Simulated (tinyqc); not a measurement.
Configuration-coordinate model of a defect: Huang-Rhys factor and luminescence line shape: one step, computed by the program tinyqc. Command: `OMP_NUM_THREADS=1 python tinyqc.py 3020455 3020456 out.jsonl ccline walk`. One thread of a shared host (Intel(R) Xeon(R) Processor @ 2.30GHz), about 0.02 s of CPU time with the checks.

Ground state E_g(Q) = (1/2) omega_g^2 Q^2; excited state E_e(Q) = E_0 + (1/2) omega_e^2 (Q - dQ)^2 with E_0 = E_ZPL - (hbar omega_e - hbar omega_g)/2. Q is mass-weighted; the dipole does not depend on Q (Condon approximation).

Problem. Huang-Rhys factors and vertical energies. S = hbar omega dQ^2/(2 hbar^2/u) for each state; relaxation energy S hbar omega; absorption at E_0 + S_e hbar omega_e, emission at E_0 - S_g hbar omega_g; the Stokes shift is their difference.

Inputs (values chosen for the exercise, for a model defect in a wide-gap host):
```
quantity                           value              unit
zero-phonon energy E_ZPL            2.41                eV
displacement dQ                     1.92  u^(1/2) angstrom
ground-state phonon hbar omega_g    21.7               meV
excited-state phonon hbar omega_e   19.7               meV
```

Modes: different frequencies.

Constants: hbar^2/u = 4.18015928e-03 eV angstrom^2.

Give: S_g; S_e; relaxation energy, ground state; relaxation energy, excited state; vertical absorption energy; vertical emission energy; Stokes shift.

Solution.

S_g = 9.568

S_e = 8.687

relaxation energy, ground state = 0.2076 eV

relaxation energy, excited state = 0.1711 eV

vertical absorption energy = 2.582 eV

vertical emission energy = 2.203 eV

Stokes shift = 0.3788 eV

The coupling is strong: a broad band, with almost no zero-phonon line.
